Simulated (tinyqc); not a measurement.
Inside a calculation. Method: CIS and TDHF on RHF in the 6-311g basis, for H2, spin multiplicity 1. Computed by tinyqc, a small Python program that keeps every step (integrals from PySCF). Settings: charge = 0, multiplicity = 1, basis = 6-311g, method = RHF, energy threshold = 1e-10, iteration cap = 86, orthogonalisation = symmetric, start = core, DIIS depth = 6, TDHF = 1. Command: `OMP_NUM_THREADS=1 python tinyqc.py 23296 23297 out.jsonl` (the two numbers bound the seeds that draw the settings). One thread of a shared host (Intel(R) Xeon(R) Processor @ 2.60GHz), about 0.04 s of CPU time with the checks. The early iterations of the SCF are left out here.

## One-electron integrals

Geometry (angstrom):
```
atom         x         y         z
H     0.000000  0.000000  0.000000
H     0.000000  0.000000  0.709000
```

Basis 6-311g: exponents (1/bohr^2) and contraction coefficients of normalised primitives:
```
element  l (shell)   exponent  coefficient
H            s (1)  33.865000     0.025494
H            s (1)   5.094790     0.190373
H            s (1)   1.158790     0.852161
H            s (2)   0.325840     1.000000
H            s (3)   0.102741     1.000000
```

Overlap, kinetic and nuclear-attraction integrals over the contracted functions; the nuclear repulsion is the sum of Za Zb / Rab.

nuclear repulsion = 0.74637124 hartree

overlap S:
```
          1H 1s     1H 2s     1H 3s     2H 1s     2H 2s     2H 3s
1H 1s  1.000000  0.706377  0.373664  0.299091  0.443791  0.315155
1H 2s  0.706377  1.000000  0.788963  0.443791  0.746426  0.685742
1H 3s  0.373664  0.788963  1.000000  0.315155  0.685742  0.911909
2H 1s  0.299091  0.443791  0.315155  1.000000  0.706377  0.373664
2H 2s  0.443791  0.746426  0.685742  0.706377  1.000000  0.788963
2H 3s  0.315155  0.685742  0.911909  0.373664  0.788963  1.000000
```

kinetic energy T (hartree):
```
          1H 1s     1H 2s     1H 3s     2H 1s     2H 2s     2H 3s
1H 1s  2.304348  0.549119  0.106346  0.114385  0.237469  0.079504
1H 2s  0.549119  0.488760  0.184881  0.237469  0.293693  0.145672
1H 3s  0.106346  0.184881  0.154112  0.079504  0.145672  0.131896
2H 1s  0.114385  0.237469  0.079504  2.304348  0.549119  0.106346
2H 2s  0.237469  0.293693  0.145672  0.549119  0.488760  0.184881
2H 3s  0.079504  0.145672  0.131896  0.106346  0.184881  0.154112
```

nuclear attraction V (hartree):
```
           1H 1s      1H 2s      1H 3s      2H 1s      2H 2s      2H 3s
1H 1s  -2.855343  -1.577905  -0.785311  -0.801434  -1.027974  -0.674934
1H 2s  -1.577905  -1.563145  -1.045177  -1.027974  -1.238143  -0.939709
1H 3s  -0.785311  -1.045177  -0.966490  -0.674934  -0.939709  -0.904976
2H 1s  -0.801434  -1.027974  -0.674934  -2.855343  -1.577905  -0.785311
2H 2s  -1.027974  -1.238143  -0.939709  -1.577905  -1.563145  -1.045177
2H 3s  -0.674934  -0.939709  -0.904976  -0.785311  -1.045177  -0.966490
```

core Hamiltonian H = T + V (hartree):
```
           1H 1s      1H 2s      1H 3s      2H 1s      2H 2s      2H 3s
1H 1s  -0.550995  -1.028786  -0.678965  -0.687049  -0.790505  -0.595430
1H 2s  -1.028786  -1.074385  -0.860296  -0.790505  -0.944450  -0.794037
1H 3s  -0.678965  -0.860296  -0.812379  -0.595430  -0.794037  -0.773080
2H 1s  -0.687049  -0.790505  -0.595430  -0.550995  -1.028786  -0.678965
2H 2s  -0.790505  -0.944450  -0.794037  -1.028786  -1.074385  -0.860296
2H 3s  -0.595430  -0.794037  -0.773080  -0.678965  -0.860296  -0.812379
```

## Two-electron integrals

Functions are numbered as in S; the eight-fold symmetry (ij|kl) = (ji|kl) = (kl|ij) leaves the list below.

Two-electron integrals (ij|kl) in chemists' order, unique and non-zero (hartree):
```
(11|11) 1.393035   (21|11) 0.822971   (21|21) 0.509703   (22|11) 0.822904
(22|21) 0.543028   (22|22) 0.644106   (31|11) 0.411256   (31|21) 0.257757
(31|22) 0.279868   (31|31) 0.130794   (32|11) 0.543681   (32|21) 0.365771
(32|22) 0.452669   (32|31) 0.189803   (32|32) 0.325140   (33|11) 0.494021
(33|21) 0.340115   (33|22) 0.445993   (33|31) 0.178035   (33|32) 0.331779
(33|33) 0.361682   (41|11) 0.327303   (41|21) 0.206281   (41|22) 0.224895
(41|31) 0.104784   (41|32) 0.152502   (41|33) 0.142885   (41|41) 0.111905
(42|11) 0.361909   (42|21) 0.241155   (42|22) 0.288924   (42|31) 0.124582
(42|32) 0.203182   (42|33) 0.199712   (42|41) 0.140380   (42|42) 0.199657
(43|11) 0.230040   (43|21) 0.155430   (43|22) 0.191914   (43|31) 0.080694
(43|32) 0.136933   (43|33) 0.137516   (43|41) 0.091204   (43|42) 0.135096
(43|43) 0.092957   (44|11) 0.726293   (44|21) 0.497054   (44|22) 0.621313
(44|31) 0.258867   (44|32) 0.443172   (44|33) 0.442739   (44|41) 0.327303
(44|42) 0.502333   (44|43) 0.345616   (44|44) 1.393035   (51|11) 0.502333
(51|21) 0.313064   (51|22) 0.336798   (51|31) 0.158597   (51|32) 0.227638
(51|33) 0.212588   (51|41) 0.140380   (51|42) 0.168911   (51|43) 0.109375
(51|44) 0.361909   (51|51) 0.199657   (52|11) 0.568523   (52|21) 0.378757
(52|22) 0.458336   (52|31) 0.195847   (52|32) 0.325259   (52|33) 0.325282
(52|41) 0.180706   (52|42) 0.248038   (52|43) 0.168054   (52|44) 0.568523
(52|51) 0.248038   (52|52) 0.358865   (53|11) 0.417986   (53|21) 0.284270
(53|22) 0.360922   (53|31) 0.148099   (53|32) 0.262982   (53|33) 0.275098
(53|41) 0.137732   (53|42) 0.199438   (53|43) 0.138384   (53|44) 0.466548
(53|51) 0.187641   (53|52) 0.290629   (53|53) 0.245628   (54|11) 0.497054
(54|21) 0.338387   (54|22) 0.423209   (54|31) 0.176095   (54|32) 0.303388
(54|33) 0.306411   (54|41) 0.206281   (54|42) 0.313064   (54|43) 0.216773
(54|44) 0.822971   (54|51) 0.241155   (54|52) 0.378757   (54|53) 0.314249
(54|54) 0.509703   (55|11) 0.621313   (55|21) 0.423209   (55|22) 0.537809
(55|31) 0.220563   (55|32) 0.391402   (55|33) 0.407587   (55|41) 0.224895
(55|42) 0.336798   (55|43) 0.235645   (55|44) 0.822904   (55|51) 0.288924
(55|52) 0.458336   (55|53) 0.389976   (55|54) 0.543028   (55|55) 0.644106
(61|11) 0.345616   (61|21) 0.216773   (61|22) 0.235645   (61|31) 0.110021
(61|32) 0.159881   (61|33) 0.150054   (61|41) 0.091204   (61|42) 0.109375
(61|43) 0.070938   (61|44) 0.230040   (61|51) 0.135096   (61|52) 0.168054
(61|53) 0.127361   (61|54) 0.155430   (61|55) 0.191914   (61|61) 0.092957
(62|11) 0.466548   (62|21) 0.314249   (62|22) 0.389976   (62|31) 0.163137
(62|32) 0.280532   (62|33) 0.287000   (62|41) 0.137732   (62|42) 0.187641
(62|43) 0.127361   (62|44) 0.417986   (62|51) 0.199438   (62|52) 0.290629
(62|53) 0.237354   (62|54) 0.284270   (62|55) 0.360922   (62|61) 0.138384
(62|62) 0.245628   (63|11) 0.437905   (63|21) 0.301905   (63|22) 0.397397
(63|31) 0.158121   (63|32) 0.296382   (63|33) 0.324821   (63|41) 0.133987
(63|42) 0.192903   (63|43) 0.134336   (63|44) 0.437905   (63|51) 0.192903
(63|52) 0.303575   (63|53) 0.261496   (63|54) 0.301905   (63|55) 0.397397
(63|61) 0.134336   (63|62) 0.261496   (63|63) 0.300767   (64|11) 0.258867
(64|21) 0.176095   (64|22) 0.220563   (64|31) 0.091640   (64|32) 0.158447
(64|33) 0.160724   (64|41) 0.104784   (64|42) 0.158597   (64|43) 0.110021
(64|44) 0.411256   (64|51) 0.124582   (64|52) 0.195847   (64|53) 0.163137
(64|54) 0.257757   (64|55) 0.279868   (64|61) 0.080694   (64|62) 0.148099
(64|63) 0.158121   (64|64) 0.130794   (65|11) 0.443172   (65|21) 0.303388
(65|22) 0.391402   (65|31) 0.158447   (65|32) 0.287850   (65|33) 0.306151
(65|41) 0.152502   (65|42) 0.227638   (65|43) 0.159881   (65|44) 0.543681
(65|51) 0.203182   (65|52) 0.325259   (65|53) 0.280532   (65|54) 0.365771
(65|55) 0.452669   (65|61) 0.136933   (65|62) 0.262982   (65|63) 0.296382
(65|64) 0.189803   (65|65) 0.325140   (66|11) 0.442739   (66|21) 0.306411
(66|22) 0.407587   (66|31) 0.160724   (66|32) 0.306151   (66|33) 0.340625
(66|41) 0.142885   (66|42) 0.212588   (66|43) 0.150054   (66|44) 0.494021
(66|51) 0.199712   (66|52) 0.325282   (66|53) 0.287000   (66|54) 0.340115
(66|55) 0.445993   (66|61) 0.137516   (66|62) 0.275098   (66|63) 0.324821
(66|64) 0.178035   (66|65) 0.331779   (66|66) 0.361682
```

## Orthogonalisation

S = U s U^T; symmetric (Loewdin) form X = U s^(-1/2) U^T, so that X^T S X = 1.

eigenvalues of S: 0.029716  0.143242  0.178124  0.834734  0.869470  3.944714

X:
```
           1H 1s      1H 2s      1H 3s      2H 1s      2H 2s      2H 3s
1H 1s   1.377176  -0.748286   0.217613  -0.040678   0.005964  -0.037325
1H 2s  -0.748286   2.445079  -1.183117   0.005964  -0.718673   0.435960
1H 3s   0.217613  -1.183117   2.919285  -0.037325   0.435960  -1.764064
2H 1s  -0.040678   0.005964  -0.037325   1.377176  -0.748286   0.217613
2H 2s   0.005964  -0.718673   0.435960  -0.748286   2.445079  -1.183117
2H 3s  -0.037325   0.435960  -1.764064   0.217613  -1.183117   2.919285
```

## Iteration 6 (converged): orbitals

converged F (hartree):
```
           1H 1s      1H 2s      1H 3s      2H 1s      2H 2s      2H 3s
1H 1s   0.553705  -0.471554  -0.481671  -0.542496  -0.540874  -0.460475
1H 2s  -0.471554  -0.385701  -0.393101  -0.540874  -0.496912  -0.411759
1H 3s  -0.481671  -0.393101  -0.255167  -0.460475  -0.411759  -0.271488
2H 1s  -0.542496  -0.540874  -0.460475   0.553705  -0.471554  -0.481671
2H 2s  -0.540874  -0.496912  -0.411759  -0.471554  -0.385701  -0.393101
2H 3s  -0.460475  -0.411759  -0.271488  -0.481671  -0.393101  -0.255167
```

Diagonalise F' = X^T F X, C = X C', fill 1 alpha and 1 beta electrons from the bottom; D = 2 C_occ C_occ^T. Each column has its largest component positive (the first on a tie).

F' = X^T F X (hartree):
```
           1          2          3          4          5          6
1   1.692051  -1.168226   0.013340  -0.405219  -0.164765  -0.150001
2  -1.168226   0.956810  -0.379707  -0.164765  -0.249004  -0.025046
3   0.013340  -0.379707   0.202244  -0.150001  -0.025046  -0.127723
4  -0.405219  -0.164765  -0.150001   1.692051  -1.168226   0.013340
5  -0.164765  -0.249004  -0.025046  -1.168226   0.956810  -0.379707
6  -0.150001  -0.025046  -0.127723   0.013340  -0.379707   0.202244
```

orbital energies (hartree): MO1 -0.605616, MO2 0.173439, MO3 0.303650, MO4 0.665460, MO5 2.371126, MO6 2.794151

coefficients C:
```
            MO1        MO2        MO3        MO4        MO5        MO6
1H 1s  0.196519   0.078115  -0.050743  -0.086701  -1.069434  -1.143888
1H 2s  0.292850  -0.054443  -0.698473  -1.808037   1.212953   1.824241
1H 3s  0.122503   2.387692   0.842991   2.261768  -0.486827  -1.222053
2H 1s  0.196519  -0.078115  -0.050743   0.086701  -1.069434   1.143888
2H 2s  0.292850   0.054443  -0.698473   1.808037   1.212953  -1.824241
2H 3s  0.122503  -2.387692   0.842991  -2.261768  -0.486827   1.222053
```

D after iteration 6:
```
          1H 1s     1H 2s     1H 3s     2H 1s     2H 2s     2H 3s
1H 1s  0.077240  0.115101  0.048149  0.077240  0.115101  0.048149
1H 2s  0.115101  0.171522  0.071750  0.115101  0.171522  0.071750
1H 3s  0.048149  0.071750  0.030014  0.048149  0.071750  0.030014
2H 1s  0.077240  0.115101  0.048149  0.077240  0.115101  0.048149
2H 2s  0.115101  0.171522  0.071750  0.115101  0.171522  0.071750
2H 3s  0.048149  0.071750  0.030014  0.048149  0.071750  0.030014
```

## Convergence

Stop when the energy changes by less than 1e-10 hartree and every element of the error matrix X^T (F D S - S D F) X is below 3e-06.

Course of the cycle:
```
iteration  E (hartree)     change  largest element of the error matrix
1          -1.07808014          -                             1.41e-01
2          -1.12578272  -4.77e-02                             2.03e-02
3          -1.12763423  -1.85e-03                             2.58e-03
4          -1.12765542  -2.12e-05                             6.50e-05
5          -1.12765544  -2.35e-08                             2.97e-07
6          -1.12765544  -3.00e-13                             1.46e-07
```

PySCF RHF in the same basis = -1.12765544 hartree

Converged in 6 iterations.

## Integrals over molecular orbitals

(pq|rs) = sum C_ip C_jq C_kr C_ls (ij|kl), one index at a time.

one-electron integrals over orbitals h = C^T H C (hartree):
```
           1          2          3          4          5          6
1  -1.268411   0.000000   0.136539   0.000000   0.105310   0.000000
2   0.000000  -0.471020   0.000000   0.206640   0.000000   0.019479
3   0.136539   0.000000  -0.373113   0.000000  -0.179612   0.000000
4   0.000000   0.206640   0.000000  -0.249608   0.000000  -0.233912
5   0.105310   0.000000  -0.179612   0.000000   1.169486   0.000000
6   0.000000   0.019479   0.000000  -0.233912   0.000000   1.486527
```

Two-electron integrals over orbitals (pq|rs), unique and non-zero (hartree):
```
(11|11) 0.662794    (21|21) 0.041732    (22|11) 0.343096    (22|22) 0.295278
(31|11) -0.136539   (31|22) -0.022522   (31|31) 0.054598    (32|21) 0.023760
(32|32) 0.041805    (33|11) 0.365681    (33|22) 0.272549    (33|31) -0.034681
(33|33) 0.282031    (41|21) -0.059800   (41|32) -0.011332   (41|41) 0.105374
(42|11) -0.133220   (42|22) -0.041773   (42|31) 0.036525    (42|33) -0.044196
(42|42) 0.050672    (43|21) 0.026071    (43|32) 0.017475    (43|41) -0.038083
(43|43) 0.023015    (44|11) 0.510222    (44|22) 0.324297    (44|31) -0.081151
(44|33) 0.315381    (44|42) -0.101548   (44|44) 0.443568    (51|11) -0.105310
(51|22) -0.008329   (51|31) 0.054418    (51|33) -0.024551   (51|42) 0.022802
(51|44) -0.055832   (51|51) 0.095466    (52|21) 0.001876    (52|32) 0.001720
(52|41) 0.000654    (52|43) -0.005842   (52|52) 0.009429    (53|11) 0.117015
(53|22) 0.029128    (53|31) -0.040919   (53|33) 0.036127    (53|42) -0.032806
(53|44) 0.074036    (53|51) -0.048107   (53|53) 0.038365    (54|21) -0.002110
(54|32) -0.020695   (54|41) -0.015333   (54|43) 0.005078    (54|52) -0.013946
(54|54) 0.036977    (55|11) 0.648553    (55|22) 0.332557    (55|31) -0.136311
(55|33) 0.359883    (55|42) -0.126059   (55|44) 0.494206    (55|51) -0.133625
(55|53) 0.126488    (55|55) 0.672561    (61|21) -0.028440   (61|32) 0.012320
(61|41) 0.069394    (61|43) -0.030179   (61|52) 0.020652    (61|54) -0.051659
(61|61) 0.102257    (62|11) -0.023960   (62|22) 0.011726    (62|31) 0.019452
(62|33) 0.000618    (62|42) 0.001264    (62|44) -0.006219   (62|51) 0.032897
(62|53) -0.013001   (62|55) -0.034513   (62|62) 0.018329    (63|21) 0.027526
(63|32) 0.001665    (63|41) -0.051631   (63|43) 0.018984    (63|52) -0.005088
(63|54) 0.020162    (63|61) -0.051100   (63|63) 0.033059    (64|11) 0.151653
(64|22) 0.021351    (64|31) -0.061724   (64|33) 0.041757    (64|42) -0.040108
(64|44) 0.091170    (64|51) -0.080142   (64|53) 0.051252    (64|55) 0.168885
(64|62) -0.031778   (64|64) 0.089339    (65|21) 0.072461    (65|32) 0.012405
(65|41) -0.131125   (65|43) 0.055167    (65|52) -0.019200   (65|54) 0.054120
(65|61) -0.137787   (65|63) 0.084830    (65|65) 0.234859    (66|11) 0.704941
(66|22) 0.351993    (66|31) -0.161400   (66|33) 0.373103    (66|42) -0.146457
(66|44) 0.544245    (66|51) -0.181378   (66|53) 0.151460    (66|55) 0.742410
(66|62) -0.048445   (66|64) 0.212322    (66|66) 0.855288
```

## CIS matrix, singlets

A(ia,jb) = (e_a - e_i) d_ij d_ab + 2 (ia|jb) - (ij|ab).

CIS matrix A, singlet (hartree):
```
           1>2        1>3        1>4        1>5        1>6
1>2   0.519423   0.000000   0.013620   0.000000  -0.032921
1>3   0.000000   0.652783   0.000000  -0.008178   0.000000
1>4   0.013620   0.000000   0.971603   0.000000  -0.012865
1>5   0.000000  -0.008178   0.000000   2.519121   0.000000
1>6  -0.032921   0.000000  -0.012865   0.000000   2.899341
```

## CIS singlet states

dipole integrals <i|r|a> (bohr):
```
            x         y          z
1>2  0.000000  0.000000  -0.884225
1>3  0.000000  0.000000   0.000000
1>4  0.000000  0.000000   0.508129
1>5  0.000000  0.000000   0.000000
1>6  0.000000  0.000000   0.024890
```

Diagonalise A (1 hartree = 27.211386 eV); each vector has its largest component positive (the first on a tie). The transition dipole is mu = sqrt2 sum c_ia <i|r|a>.

singlet excitation energies (eV): 14.110983  17.762144  26.447126  68.549746  78.909880

lowest vectors:
```
       state 1   state 2   state 3    state 4    state 5
1>2   0.999467  0.000000  0.029564   0.000000  -0.013867
1>3   0.000000  0.999990  0.000000  -0.004382   0.000000
1>4  -0.029660  0.000000  0.999537   0.000000  -0.006769
1>5   0.000000  0.004382  0.000000   0.999990   0.000000
1>6   0.013660  0.000000  0.007177   0.000000   0.999881
```

oscillator strengths 2/3 w |mu|^2: 0.558170  0.000000  0.300979  0.000000  0.004393

## TDHF (RPA) singlet states

B(ia,jb) = 2 (ia|jb) - (ib|ja); the squared energies are the eigenvalues of (A - B)(A + B); 1 hartree = 27.211386 eV.

TDHF matrix B, singlet (hartree):
```
           1>2       1>3        1>4       1>5        1>6
1>2   0.041732  0.000000  -0.059800  0.000000  -0.028440
1>3   0.000000  0.054598   0.000000  0.054418   0.000000
1>4  -0.059800  0.000000   0.105374  0.000000   0.069394
1>5   0.000000  0.054418   0.000000  0.095466   0.000000
1>6  -0.028440  0.000000   0.069394  0.000000   0.102257
```

squared energies w^2 (hartree^2): 0.263962  0.421809  0.926900  6.332402  8.390297

TDHF energies from the positive w^2 (eV): 13.980446  17.672934  26.197942  68.475453  78.820526

## CIS matrix, triplets

A(ia,jb) = (e_a - e_i) d_ij d_ab - (ij|ab).

CIS matrix A, triplet (hartree):
```
          1>2        1>3        1>4        1>5        1>6
1>2  0.435959   0.000000   0.133220   0.000000   0.023960
1>3  0.000000   0.543586   0.000000  -0.117015   0.000000
1>4  0.133220   0.000000   0.760855   0.000000  -0.151653
1>5  0.000000  -0.117015   0.000000   2.328190   0.000000
1>6  0.023960   0.000000  -0.151653   0.000000   2.694827
```

## CIS triplet states

Diagonalise A (1 hartree = 27.211386 eV); each vector has its largest component positive (the first on a tie).

triplet excitation energies (eV): 10.501613  14.583828  21.741533  63.561159  73.653802

lowest vectors:
```
       state 1   state 2   state 3    state 4    state 5
1>2   0.937571  0.000000  0.347742   0.000000   0.005985
1>3   0.000000  0.997875  0.000000  -0.065151   0.000000
1>4  -0.346275  0.000000  0.934944   0.000000  -0.077292
1>5   0.000000  0.065151  0.000000   0.997875   0.000000
1>6  -0.032473  0.000000  0.070394   0.000000   0.996991
```

## TDHF (RPA) triplet states

B(ia,jb) = - (ib|ja); the squared energies are the eigenvalues of (A - B)(A + B); 1 hartree = 27.211386 eV.

TDHF matrix B, triplet (hartree):
```
           1>2        1>3        1>4        1>5        1>6
1>2  -0.041732   0.000000   0.059800   0.000000   0.028440
1>3   0.000000  -0.054598   0.000000  -0.054418   0.000000
1>4   0.059800   0.000000  -0.105374   0.000000  -0.069394
1>5   0.000000  -0.054418   0.000000  -0.095466   0.000000
1>6   0.028440   0.000000  -0.069394   0.000000  -0.102257
```

squared energies w^2 (hartree^2): 0.136380  0.282205  0.625985  5.443115  7.309625

TDHF energies from the positive w^2 (eV): 10.049081  14.455492  21.529428  63.485483  73.569567
